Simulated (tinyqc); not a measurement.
Cabrera-Mott growth of a thin oxide under its own electric field: one step, computed by the program tinyqc. Command: `OMP_NUM_THREADS=1 python tinyqc.py 3000165 3000166 out.jsonl cabrera walk`. One thread of a shared host (Intel(R) Xeon(R) Processor @ 2.30GHz), about 0.02 s of CPU time with the checks.

Electrons cross the film freely and set a fixed potential V across it; the field V/x lowers the barrier for ions entering the oxide.

Problem. Scales. u = u0 exp(-W/(k_B T)), X1 = z b V/(k_B T) with V in volts and k_B T in eV; dx/dt = 2 u sinh(X1/x).

Inputs (values chosen for the exercise, for a model metal):

| quantity | value | unit |
|---|---|---|
| barrier W | 1.68 | eV |
| Mott potential V | 0.83 | V |
| ion charge number z | 1 | - |
| half jump distance b | 1.7 | angstrom |
| prefactor u0 = N Omega nu | 4.7e+12 | angstrom/s |
| temperature T | 550 | K |

Backward hops: kept.

Constants: k_B = 8.617333262e-05 eV/K.

Give: u; X1.

Solution.

u = 0.001896 angstrom/s

X1 = 29.77 angstrom
